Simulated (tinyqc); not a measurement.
Capacitance of parallel on-chip lines from Laplace's equation on a mesh: two steps of the calculation.

Cross-section of an endless row of equal lines between two grounded planes; neighbours are driven in antiphase (+1 V and -1 V), so the plane midway between two lines is at 0 V. By symmetry one quarter is solved: x runs from the centre of a line (column 0, mirror) to that midplane (column 3, 0 V), y from the mid-height of the line (row 0, mirror) to the ground plane (row 4, 0 V). The line fills columns 0 to 1 and rows 0 to 2 at 1 V. Cells beside the line (below row 2) have e2, cells above have e1. Each link between nodes has the conductance g = mean permittivity of the two cells beside it (a cell beyond a mirror counts as 0), and the free nodes obey sum g (V_neighbour - V) = 0.

Values chosen for this exercise:
```
symbol  value  unit                                          meaning
e1        2.4        relative permittivity above and below the lines
e2        3.9                relative permittivity between the lines
om          1                                 over-relaxation factor
```

Problem 1. Link conductances. gx[j, i] joins node (row j, column i) to column i + 1, gy[j, i] to row j + 1.

Find: gx; gy.

Solution 1.

gx:
```
       col 0  col 1  col 2
row 0  1.950  1.950  1.950
row 1  3.900  3.900  3.900
row 2  3.150  3.150  3.150
row 3  2.400  2.400  2.400
row 4  1.200  1.200  1.200
```

gy:
```
       col 0  col 1  col 2  col 3
row 0  1.950  3.900  3.900  1.950
row 1  1.950  3.900  3.900  1.950
row 2  1.200  2.400  2.400  1.200
row 3  1.200  2.400  2.400  1.200
```

Problem 2. Relaxation sweep. One sweep visits the free nodes row by row from row 0, left to right, and replaces V by V + om (weighted mean of the neighbours - V), using new values at once.

V at the start (V):
```
       col 0  col 1  col 2  col 3
row 0      1      1      0      0
row 1      1      1      0      0
row 2      1      1      0      0
row 3      0      0      0      0
row 4      0      0      0      0
```

gx:
```
       col 0  col 1  col 2
row 0   1.95   1.95   1.95
row 1    3.9    3.9    3.9
row 2   3.15   3.15   3.15
row 3    2.4    2.4    2.4
row 4    1.2    1.2    1.2
```

gy:
```
       col 0  col 1  col 2  col 3
row 0   1.95    3.9    3.9   1.95
row 1   1.95    3.9    3.9   1.95
row 2    1.2    2.4    2.4    1.2
row 3    1.2    2.4    2.4    1.2
```

Give: V after sweep 1.

Solution 2.

V after sweep 1 (V):
```
        col 0   col 1   col 2   col 3
row 0  1.0000  1.0000  0.2500  0.0000
row 1  1.0000  1.0000  0.3125  0.0000
row 2  1.0000  1.0000  0.3467  0.0000
row 3  0.2500  0.3125  0.1648  0.0000
row 4  0.0000  0.0000  0.0000  0.0000
```

Numbers from tinyqc (`OMP_NUM_THREADS=1 python tinyqc.py 2790206 2790207 out.jsonl`; about 0.6 s on one thread of a shared Intel Xeon 2.30GHz).
